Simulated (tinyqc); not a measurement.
Raising the field: quantum-confined Stark effect in a modulator well.

Envelopes on cells of 0.5 angstrom over the well |z| < L/2 and 45 angstrom of barrier on each side, psi = 0 beyond, psi'/m continuous (mean mass between points), c = hbar^2/2m0. The electron sees + e F z and the hole - e F z, each with its offset in the barriers; 1 kV/cm = 1e-5 eV/angstrom. Light holes, band mixing and escape by tunnelling are left out.

Exciton: in-plane function exp(-rho/lam), 1/mu = 1/me + 1/mp, E(lam) = c/(mu lam^2) - (q/eps) times the integral over k of Fm(k)(1 + (k lam/2)^2)^(-3/2), Fm(k) the double integral of psi_e^2 psi_h^2 exp(-k |z - z'|), q = e^2/(4 pi eps0); binding Eb = -E at the minimum. Line at Eg + E_e + E_h - Eb, strength proportional to overlap^2/lam^2.

Constants: hbar^2/2m0 = 3.80998211 eV angstrom^2; e^2/(4 pi eps0) = 14.39964547 eV angstrom; hc = 1239.841984 eV nm.

Parameters, chosen for this exercise (near those of an InGaAsP well in InP; the results hold for these values, not for the real material):
```
symbol  value                          unit      meaning
L       104                            angstrom  well width
Vc      0.2                            eV        conduction offset
Vv      0.298                          eV        heavy-hole offset
me      0.0511                         m0        electron, well
meb     0.0802                         m0        electron, barrier
mh      0.344                          m0        heavy hole along z, well
mhb     0.504                          m0        heavy hole, barrier
Eg      0.847                          eV        gap of the well
mp      0.116                          m0        heavy hole in the plane
eps     13.2                                     dielectric constant
Fs      (0, 23, 47, 70, 97, 125, 156)  kV/cm     fields
```

All quantities anew; shifts from zero field.

Results:
```
F (kV/cm)  dE_e (meV)  dE_h (meV)  Eb (meV)  line shift (meV)  overlap^2  relative strength
0                0.00        0.00      6.50              0.00      0.951              1.000
23              -0.42       -1.02      6.39             -1.34      0.888              0.910
47              -1.76       -4.00      6.13             -5.39      0.738              0.707
70              -3.86       -8.21      5.85            -11.42      0.582              0.515
97              -7.29      -14.31      5.53            -20.64      0.425              0.344
125            -11.88      -21.56      5.26            -32.20      0.302              0.224
156            -18.06      -30.38      5.00            -46.95      0.204              0.139
```

The line shift grows with exponent 1.95 in F at low field and 1.70 at the end, as the carriers come up against opposite walls and the dipole begins to saturate. The hole gives 71 % of the level shift in the second row and 63 % in the last. The largest shift is 7.2 times the zero-field binding, yet 77 % of the binding survives, since the walls stop the field from pulling the pair apart. Half the strength is gone between 70 and 97 kV/cm.

Program tinyqc; command `OMP_NUM_THREADS=1 python tinyqc.py 1251017 1251018 out.jsonl`; about 0.1 s on one thread of a shared Intel(R) Xeon(R) Processor @ 2.30GHz.
